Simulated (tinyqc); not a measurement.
# Read current of a NAND string, cells in series solved by shooting: two studies

Cells in series, numbered from 0 at the source line (0 V) to the bit line, each followed by a gap resistance Rg. A cell with gate Vg, threshold VT, source Vs and drain Vd passes I = 2 nf K Vt^2 [F(Vs) - F(Vd)]/(1 + th max(Vg - VT, 0)), F(V) = ln^2(1 + exp((Vg - VT - nf V)/(2 nf Vt))). The selected cell has Vg = Vr, the others Vg = Vp.

Inputs (values chosen for the exercise); values of the order met in vertical NAND strings: temperature T = 300 K; gain factor of a cell K = 18 uA/V^2; slope factor nf = 1.2; mobility reduction factor th = 0.05 1/V; resistance of the gap between cells Rg = 7 kohm; bit-line voltage Vbl = 0.3 V; pass voltage Vp = 6.1 V; threshold of an erased cell Ve = -2 V; threshold of the highest state Vh = 3.6 V; threshold of the selected cell Vx = 1.9 V; sensing current Is = 20 nA; read voltage on the selected word line Vr = 3.9 V.

Constants: q = 1.602176634e-19 C, kB = 1.380649e-23 J/K, Vt = kB T/q. Results are converted to the units shown.

Each table varies one quantity; the others keep the values above.

## Read current against the number of cells

For a trial current I start at 0 V and, cell by cell, solve for the drain: sqrt(F(Vd)) = sqrt(F(Vs) - I/k), k = 2 nf K Vt^2/(1 + th max(Vg - VT, 0)), Vd = [Vg - VT - 2 nf Vt ln(exp(sqrt F) - 1)]/nf, then add I Rg. The string current is the I for which the last node reaches Vbl. The apparent threshold is the Vr at which I = Is. Background: all other cells erased (VT = Ve) or all in the highest state (VT = Vh); ratio and shift are high over erased and high minus erased. The selected cell is in the middle, cell n/2.

Read current against the number of cells:

| n | I, others erased (uA) | I, others high (uA) | ratio | apparent VT, erased (V) | apparent VT, high (V) | background shift (mV) |
|---|---|---|---|---|---|---|
| 8 | 1.891 | 1.080 | 0.5709 | 1.918 | 1.919 | 1.480 |
| 16 | 1.022 | 0.5460 | 0.5340 | 1.919 | 1.922 | 2.962 |
| 32 | 0.5328 | 0.2746 | 0.5153 | 1.923 | 1.929 | 5.936 |
| 64 | 0.2721 | 0.1377 | 0.5059 | 1.929 | 1.941 | 11.92 |
| 96 | 0.1827 | 0.09187 | 0.5028 | 1.935 | 1.953 | 17.95 |
| 128 | 0.1375 | 0.06894 | 0.5012 | 1.942 | 1.966 | 24.04 |
| 192 | 0.09202 | 0.04598 | 0.4996 | 1.955 | 1.991 | 36.44 |

With erased neighbours the current falls from 1.89 to 0.0920 uA, as n^(-0.89) between the first two rows and n^(-0.99) between the last two (-1 once the series resistance rules). The ratio falls from 0.571 to 0.500 and the background shift rises from 1.48 to 36.4 mV.

## Effect of the bit-line voltage

Same model as above.

The string has 64 cells and the selected one is cell 32.

Effect of the bit-line voltage:

| Vbl (V) | I, others erased (uA) | I, others high (uA) | ratio | apparent VT, erased (V) | apparent VT, high (V) | background shift (mV) |
|---|---|---|---|---|---|---|
| 0.1 | 0.09165 | 0.04777 | 0.5213 | 1.934 | 1.951 | 16.97 |
| 0.2 | 0.1824 | 0.09368 | 0.5137 | 1.929 | 1.941 | 12.04 |
| 0.3 | 0.2721 | 0.1377 | 0.5059 | 1.929 | 1.941 | 11.92 |
| 0.4 | 0.3609 | 0.1797 | 0.4980 | 1.929 | 1.941 | 11.92 |
| 0.5 | 0.4487 | 0.2198 | 0.4898 | 1.929 | 1.941 | 11.92 |
| 0.6 | 0.5354 | 0.2578 | 0.4814 | 1.929 | 1.941 | 11.92 |
| 0.7 | 0.6211 | 0.2937 | 0.4728 | 1.929 | 1.941 | 11.92 |
| 0.8 | 0.7058 | 0.3275 | 0.4640 | 1.929 | 1.941 | 11.92 |

As Vbl goes from 0.1 to 0.8 V, the current with erased neighbours rises from 0.0916 to 0.706 uA, that with high neighbours rises from 0.0478 to 0.328 uA and the ratio falls from 0.521 to 0.464. The background shift falls from 17.0 to 11.9 mV.

Computed by the program tinyqc: `OMP_NUM_THREADS=1 python tinyqc.py 2142163 2142164 out.jsonl`, one thread of a shared Intel Xeon 2.30GHz, about 0.6 s for the whole run.
